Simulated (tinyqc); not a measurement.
Inside a calculation. Model: small-signal admittance of a forward-biased p+-n diode.

tinyqc, about 0.01 s, one thread, Intel Xeon 2.30GHz (shared host): `OMP_NUM_THREADS=1 python tinyqc.py 2890175 2890176 out.jsonl` Printed values are rounded.

Holes injected into a neutral base of width wb with an ohmic contact at its end; low injection, p0 far above the equilibrium density. A small voltage v exp(i w t), w = 2 pi f, modulates the edge density by p0 v/Vt, and the small-signal density obeys Dp d2p/dx2 = (1/tau + i w) p.

Values chosen for this exercise; permittivity close to that of gallium arsenide:
- T = 300 K (temperature)
- eps_r = 12.9 (relative permittivity)
- Nd = 1.3e16 cm^-3 (donor density of the base)
- Dp = 9.3 cm^2/s (hole diffusion coefficient)
- tau = 4e-7 s (hole lifetime)
- wb = 50 um (width of the neutral base)
- p0 = 1.6e12 cm^-3 (excess hole density at the junction edge)
- Na = 2e18 cm^-3 (acceptor density of the p+ side)
- f = 8.8e5 Hz (signal frequency)

Constants: q = 1.602176634e-19 C, kB = 1.380649e-23 J/K, Vt = kB T/q, eps0 = 8.8541878128e-14 F/cm where lengths are in cm. Results are converted to the units shown.

## Closed-form admittance

L = sqrt(Dp tau); direct current J = (q Dp p0/L) coth(wb/L); k = sqrt(1 + i w tau)/L; diffusion admittance Y = (q Dp p0/Vt) k coth(k wb) = G + i w C_diff; junction capacitance C_j = sqrt(q eps0 eps_r Nd/(2 Vr)) in the depletion approximation, with the remaining barrier Vr = Vt ln(Na/p0), a rough value under forward bias; base-width modulation is left out.

L = 19.2873 um
J = 0.00124999 A/cm^2
k wb = 3.39357+2.18995i
Y = 0.0624578+0.0404944i S/cm^2
C_diff = 0.00732373 uF/cm^2
C_j = 0.0572494 uF/cm^2

G is 1.29 times its low-frequency value J/Vt, and C_diff is 0.128 times C_j.

## The same by finite differences

8 equal intervals, h = wb/8; u = small-signal density over its edge value, u_0 = 1, u_8 = 0; u_(i-1) + b u_i + u_(i+1) = 0 with b = -2 - h^2 (1/tau + i w)/Dp; Y = (q Dp p0/(Vt h)) (-b/2 - u_1), which includes the half box at the edge.

b = -2.10501-0.23224i
u, node 1 to 7: 0.631418-0.174053i  0.369562-0.219742i  0.197545-0.202677i  0.093342-0.161016i  0.036336-0.114586i  0.009756-0.071749i  0.000864-0.034180i
Y on the mesh = 0.0621311+0.0428152i S/cm^2

Against the closed form the real part is 0.52 % below it and the imaginary part 5.7 % above it; |k h| = 0.50.
